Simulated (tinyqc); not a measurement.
## Depth and level of a trap from the time ratio

Question. For an oxide trap tc/te = exp(E/Vt) with E = E0 - dpsi - (xt/tox)(Vg - VT - dpsi), dpsi being the rise of the surface potential above its value at threshold. Find xt and E0, and the depth that would be read if dpsi were ignored.

Parameters, values chosen for the exercise:

| symbol | value | unit | meaning |
|---|---|---|---|
| T | 300 | K | temperature |
| tox | 3.2 | nm | insulator thickness |

Constants: q = 1.602176634e-19 C, kB = 1.380649e-23 J/K, Vt = kB T/q. Results are converted to the units shown.

Vg - VT (V): -0.03  0.12
tc/te: 3.0191660  0.22074968
dpsi (V): -0.017251243  0.040897879

Answer. E + dpsi is a straight line in the oxide voltage Vg - VT - dpsi with slope -xt/tox and intercept E0. Ignoring dpsi assigns the motion of the bands to the trap and overstates its depth.

xt = 0.330 nm
E0 = 0.0100 eV
depth read without dpsi = 1.44 nm

Numbers from tinyqc (`OMP_NUM_THREADS=1 python tinyqc.py 2710103 2710104 out.jsonl`; about 0.01 s on one thread of a shared Intel Xeon 2.30GHz).
